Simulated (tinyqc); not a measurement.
From results back to parameters: heavy doping: gap narrowing, degeneracy and the minority density. Three cases, with inputs chosen for the exercise.

Problem. The minority density was computed from a hidden true narrowing dEg.

F_j(eta) = (1/Gamma(j + 1)) integral_0^infinity x^j dx/(1 + exp(x - eta)), which tends to exp(eta) for eta << 0.

Majority: N = Nv F_1/2(eta), eta the distance of EF beyond the majority band edge in kT. Degeneracy factor gam = F_1/2(eta)/exp(eta). ni0^2 = Nc Nv exp(-Eg/kT); product n p = ni0^2 gam exp(dEg/kT), dEg the true narrowing; apparent narrowing dEa = dEg + kT ln gam; minority density = n p/N.

Constants: kB = 8.617333262e-05 eV/K.

Find: dEa; gam; dEg.

Method. dEa = kT ln(minority x N/ni0^2); gam follows from N alone, and dEg = dEa - kT ln gam.

Case 1.

Values chosen (gap and densities of states near those of Si at this temperature; narrowing constants near the fits for Si; shifted at random, so the results belong to these values and not to a real crystal):
- N = 6.3e+17 1/cm^3 (ionised acceptors, equal to the majority density)
- Eg = 1.1 eV (gap)
- Nc = 4.22e+19 1/cm^3 (conduction-band density of states)
- Nv = 1.69e+19 1/cm^3 (valence-band density of states)
- T = 400 K

minority density = 3.64430e+07 1/cm^3

Solution.

dEa = 29.14 meV
gam = 0.9869
dEg = 29.59 meV

Case 2.

Values chosen (gap and densities of states near those of Si at this temperature; narrowing constants near the fits for Si; shifted at random, so the results belong to these values and not to a real crystal):
- N = 1.9e+18 1/cm^3 (ionised acceptors, equal to the majority density)
- Eg = 1.121 eV (gap)
- Nc = 2.72e+19 1/cm^3 (conduction-band density of states)
- Nv = 1.13e+19 1/cm^3 (valence-band density of states)
- T = 300 K

minority density = 127.642 1/cm^3

Solution.

dEa = 43.40 meV
gam = 0.9424
dEg = 44.93 meV

Case 3.

Values chosen (gap and densities of states near those of Ge at this temperature; narrowing constants of the size fitted for Si, not for this material; shifted at random, so the results belong to these values and not to a real crystal):
- N = 6.3e+18 1/cm^3 (ionised acceptors, equal to the majority density)
- Eg = 0.602 eV (gap)
- Nc = 1.89e+19 1/cm^3 (conduction-band density of states)
- Nv = 9.5e+18 1/cm^3 (valence-band density of states)
- T = 450 K

minority density = 2.98005e+13 1/cm^3

Solution.

dEa = 67.99 meV
gam = 0.7927
dEg = 77.00 meV

Computed by tinyqc, one run a case: `OMP_NUM_THREADS=1 python tinyqc.py N N+1 out.jsonl` with N = 1680593, 1680630, 1680736; one thread of a shared Intel(R) Xeon(R) Processor @ 2.30GHz, about 0.01 s a run at most.
